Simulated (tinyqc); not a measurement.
Worked calculation: scattering rates of a carrier in a spherical band by Fermi's golden rule. Computed by tinyqc, a small Python program that keeps every step. Command: `OMP_NUM_THREADS=1 python tinyqc.py 3000995 3000996 out.jsonl scatter walk`. One thread of a shared host (Intel(R) Xeon(R) Processor @ 2.30GHz), about 0.01 s of CPU time with the checks. Intermediate numbers are printed to about 6 digits and carried at full precision; extremes and crossings named in words are read from the listed rows.

All processes here are isotropic or elastic, and the rate listed is the momentum relaxation rate.

Inputs (values chosen for the exercise, modelled on electrons in silicon):
```
quantity                                            value       unit
density-of-states mass of one valley m              0.322        m_0
static permittivity eps_s                            11.7          -
density rho                                          2329     kg/m^3
sound velocity v_l                                   8990        m/s
acoustic deformation potential D_A                     10         eV
phonon energy hbar w                                 58.3        meV
optical or intervalley deformation potential D_o      5.2  1e8 eV/cm
final valleys Z_f                                       5          -
ionised impurity density N_I                      5.6e+15     1/cm^3
temperature T                                         300          K
carrier energy E                                      8.8        meV
neutral impurity density N_n                        2e+17     1/cm^3
```

Crystal: non-polar. Band: parabolic. Impurity formula: Brooks-Herring. Further scattering: neutral impurities.

Constants: m_0 = 9.1093837015e-31 kg; e = 1.602176634e-19 C; hbar = 1.054571817e-34 J s; k_B = 8.617333262e-05 eV/K; eps_0 = 8.8541878128e-12 F/m; k_B = 1.380649e-23 J/K; hbar = 6.582119569e-16 eV s.

## The band at energy E

Parabolic band: E = hbar^2 k^2/(2 m), speed v = hbar k/m, states per spin, volume and energy g(E) = m k/(2 pi^2 hbar^2). Masses are multiplied by m_0 and all formulas are in SI units.

wave number k = 0.272714 1/nm

speed v = 98048.1 m/s

g(E) = 5.83823e+19 1/(eV cm^3)

## Phonon occupation and screening length

Phonon occupation N_q = 1/(exp(hbar w/(k_B T)) - 1). Debye screening by free carriers of density N_I: L_s = sqrt(eps_s eps_0 k_B T/(e^2 N_I)).

N_q = 0.117142

screening length L_s = 54.6343 nm

Above the threshold emission is favoured over absorption by (N_q + 1)/N_q = exp(hbar w/k_B T) = 9.54, apart from the density of final states.

## Acoustic phonons

Acoustic deformation potential (elastic, equipartition, absorption and emission together): 1/tau = 2 pi k_B T D_A^2 g(E)/(hbar rho v_l^2).

acoustic rate = 1.22634e+12 1/s

## Optical or intervalley phonons

Optical or intervalley deformation potential: 1/tau = (pi Z_f D_o^2/(rho w)) [N_q g(E + hbar w) + (N_q + 1) g(E - hbar w)], with g = 0 below the band edge.

absorption rate = 6.22984e+11 1/s

emission rate = 0 1/s

E lies below hbar w, so emission is forbidden.

## Ionised impurities

Singly charged impurities, momentum relaxation: 1/tau = N_I e^4 m (1 + 2 alpha E) Phi/(8 pi (eps_s eps_0)^2 hbar^3 k^3), with alpha = 0 for a parabolic band. Brooks-Herring: Phi = ln(1 + b) - b/(1 + b), b = 4 k^2 L_s^2.

b = 887.986

ionised-impurity rate = 9.76973e+11 1/s

Caution: k times the effective Bohr radius is below 1, so the Born approximation behind the Brooks-Herring rate is rough.

## All rates at E

Neutral impurities (Erginsoy): 1/tau = 20 N_n a_B hbar/m, a_B = 4 pi eps_s eps_0 hbar^2/(m e^2). Rates add: 1/tau_m is the sum, and the mean free path is v tau_m.

Momentum relaxation rates:
```
process              rate (1/s)  share (%)
acoustic            1.22634e+12    21.9323
optical absorption  6.22984e+11    11.1417
optical emission              0          0
ionised impurity    9.76973e+11    17.4726
neutral impurity    2.76517e+12    49.4534
```

momentum relaxation time tau_m = 178.844 fs

mean free path = 17.5353 nm

The largest rate is neutral impurity (49 %), then acoustic (22 %). Caution: Erginsoy's formula holds for k a_B below about 0.5 and for dopants that stay neutral, which means low temperature; elsewhere it is only a rough constant rate.

## Rates against energy

The formulas are those given above.

Momentum relaxation rates (1e12/s) and the total time:
```
E (meV)  acoustic  optical absorption  optical emission  ionised impurity  neutral impurity  tau_m (fs)
5.8       0.99560             0.60890            0.0000       1.69478e+00           2.76517     164.896
15.0      1.60109             0.65113            0.0000       4.79362e-01           2.76517     181.926
29.0      2.22622             0.71060            0.0000       1.96894e-01           2.76517     169.524
52.0      2.98106             0.79874            0.0000       8.88565e-02           2.76517     150.743
64.0      3.30719             0.84106            1.7316       6.68619e-02           2.76517     114.786
87.0      3.85593             0.91674            3.8856       4.38519e-02           2.76517      87.205
130.0     4.71347             1.04362            6.1415       2.52008e-02           2.76517      68.078
200.0     5.84634             1.22230            8.6337       1.38771e-02           2.76517      54.108
350.0     7.73399             1.53676           12.3874       6.37068e-03           2.76517      40.934
580.0     9.95597             1.92145           16.5662       3.14563e-03           2.76517      32.039
```

The largest rate is neutral impurity from 5.80 to 29.0, acoustic from 52.0 to 64.0, optical emission from 87.0 to 580 meV. Crossing hbar w = 58.3 meV opens emission: tau_m goes from 151 to 115 fs between the two rows around it. The impurity rate goes between the last rows as E^-1.40, against the E^(-3/2) of unscreened Rutherford scattering; the acoustic rate follows g(E) and grows by a factor 10.0 over the table. At 5.8 meV hbar/tau exceeds E/2, so the golden rule loses its meaning there. Erginsoy's formula holds for k a_B below about 0.5 and for dopants that stay neutral, which means low temperature; elsewhere it is only a rough constant rate.

Checks made by the program: Brooks-Herring rate against the angular integral of the screened Coulomb matrix element (relative difference below 1e-10).
